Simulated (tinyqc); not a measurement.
Raising U: Hubbard chain of 3 sites, mean field against exact. Computed by the program tinyqc. Collinear unrestricted mean field (the lowest of 40 random starts) against exact diagonalisation.

one-body matrix (hopping and site energies) (eV):
```
         1        2        3
1   0.0000  -1.4500   0.0000
2  -1.4500   0.0000  -1.4500
3   0.0000  -1.4500   0.0000
```

electrons, up and down: 2  1

Exact and mean-field results (eV):
```
U            U/t    E exact  E mean field  mean |n_up - n_down|  double occupancy, exact  first gap in the sector
0.7200    0.4966  -3.672409     -3.655765                0.3670                   0.1885                   1.9504
2.9000    2.0000  -2.639130     -2.416667                0.5556                   0.1286                   1.5777
4.3500    3.0000  -2.153757     -1.802077                0.7289                   0.0960                   1.3395
5.8000    4.0000  -1.792299     -1.398833                0.8375                   0.0715                   1.1405
8.7000    6.0000  -1.314763     -0.952478                0.9262                   0.0416                   0.8557
11.6000   8.0000  -1.026182     -0.719156                0.9584                   0.0263                   0.6744
17.4000  12.0000  -0.705792     -0.481632                0.9815                   0.0128                   0.4674
29.0000  20.0000  -0.430725     -0.289636                0.9933                   0.0049                   0.2864
```

Estimate the missing row, U = 1.45.

Computed row:
```
U          U/t    E exact  E mean field  mean |n_up - n_down|  double occupancy, exact  first gap in the sector
1.4500  1.0000  -3.282137     -3.216665                0.4127                   0.1678                   1.8321
```

In absolute terms mean field is worst at U/t = 4.0, 0.393 eV too high: at small U it is nearly exact, and at large U it misses only exchange-scale energies. Relative to the exact energy its error is 0.5 % at the smallest U, 33 % at most and 33 % at the largest. The double occupancy falls from 0.189 to 0.005; at the largest U the first gap is 0.99 times the exchange scale 4t^2/U.
